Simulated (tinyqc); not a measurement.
Microkinetic model of low-temperature epitaxy from hydride gases: adsorption, hydrogen desorption and rate control: one step, computed by the program tinyqc. Command: `OMP_NUM_THREADS=1 python tinyqc.py 3011998 3011999 out.jsonl hepi walk`. One thread of a shared host (Intel(R) Xeon(R) Processor @ 2.30GHz), about 0.01 s of CPU time with the checks.

Each hydride molecule needs two free sites and leaves four hydrogen atoms, of which two leave at once as H2; theta is the hydrogen coverage, the site density is 6.78 per nm^2 and one layer is 1.358 angstrom thick.

Problem. Rate constants. Flux per site F = p/(sqrt(2 pi M k_B T) x 6.78e18 per m^2), M = 32.12 u (silane), 76.63 u (germane), 2.016 u (hydrogen); s = s0 exp(-E_s/(k_B T)); k_S = s F_S, k_G = r_G s F_G; germanium fraction x = k_G/(k_S + k_G); k = k_S + k_G; k_H = s_H F_H; k_d = nu_d exp(-(E_d - dE x)/(k_B T)). Temperatures in kelvin are T(C) + 273.15.

Inputs (values chosen for the exercise, close to those used for silane and germane on Si(001)): silane pressure p_S = 0.023 Pa; sticking prefactor of silane s0 = 0.039; adsorption barrier E_s = 0.34 eV; desorption prefactor nu_d = 8.8e+12 1/s; desorption energy on silicon E_d = 2.08 eV; hydrogen carrier pressure p_H = 0 Pa; sticking of hydrogen s_H = 7.3e-07; temperature T = 560 C; germane pressure p_G = 0.0016 Pa; sticking ratio of germane to silane r_G = 3; lowering of E_d per unit germanium fraction, dE = 0.49 eV.

Film: silicon-germanium. Order of hydrogen desorption: first.

Constants: k_B = 8.617333262e-05 eV/K; u = 1.6605390666e-27 kg; k_B = 1.380649e-23 J/K.

Give: k; germanium fraction x; k_H; k_d.

Solution.

k = 0.02123 1/s

germanium fraction x = 0.1190

k_H = 0 1/s

k_d = 5.191 1/s
